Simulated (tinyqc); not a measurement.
Threshold-voltage variability of a planar MOSFET, analytic estimates: two steps of the calculation.

Three independent sources add in quadrature: random dopants in the depleted layer, metal-gate grains of two orientations, and roughness of the two gate edges acting through the roll-off VT = VT(long) - Vr exp(-L/l). These are first-order estimates: no three-dimensional electrostatics, no percolation.

Inputs (values chosen for the exercise); material values close to those of silicon: temperature T = 325 K; band gap Eg = 1.11 eV; relative permittivity of the semiconductor eps_r = 11.7; conduction-band density of states at T Nc = 3.16e19 cm^-3; valence-band density of states at T Nv = 2.97e19 cm^-3; channel doping Na = 6.2e17 cm^-3; oxide-equivalent thickness in inversion ti = 1.1 nm; gate length L = 45 nm; gate width W = 180 nm; subthreshold factor n = 1.35; gm/I of a matched pair gI = 8 1/V; spread of the gain factor of one device sb = 2.5 %.

Constants: q = 1.602176634e-19 C, kB = 1.380649e-23 J/K, Vt = kB T/q, eps0 = 8.8541878128e-14 F/cm where lengths are in cm. Results are converted to the units shown.

Task 1. Random dopants. ni = sqrt(Nc Nv) exp(-Eg/(2 Vt)), Eg in volts; Cox = 3.9 eps0/ti; Wd = sqrt(4 eps0 eps_r Vt ln(Na/ni)/(q Na)); dopants: s1 = (q/Cox) sqrt(Na Wd/(3 L W)). The slope A1 = s1 sqrt(L W); mean number of dopants Na L W Wd.

Give: Cox; Wd; mean number of dopants; A1; s1.

Result 1.

Cox = 3.139 uF/cm^2
Wd = 43.12 nm
mean number of dopants = 216.6
A1 = 0.4818 mV um
s1 = 5.353 mV

Counting alone, 1/sqrt(N) of the depletion voltage q Na Wd/Cox = 136 mV, would give sqrt(3) times more: dopants deep in the layer act less on the surface.

Task 2. Total spread, mismatch and leakage. s = sqrt(s1^2 + s2^2 + s3^2). For a pair: s(dVT) = sqrt(2) s; current mismatch sqrt(2) sqrt((gI s)^2 + sb^2); input offset = current mismatch/gI. For a Gaussian VT the off current is log-normal with mean/median = exp(s^2/(2 (n Vt)^2)).

s1 = 5.3534444 mV
s2 = 3.8888889 mV
s3 = 1.0817005 mV

Give: s; s(dVT); current mismatch; input offset; mean/median of Ioff.

Result 2.

s = 6.7047 mV
s(dVT) = 9.4819 mV
current mismatch = 8.3690 %
input offset = 10.461 mV
mean/median of Ioff = 1.0158

Computed by the program tinyqc: `OMP_NUM_THREADS=1 python tinyqc.py 2090014 2090015 out.jsonl`, one thread of a shared Intel Xeon 2.30GHz, about 0.01 s for the whole run.
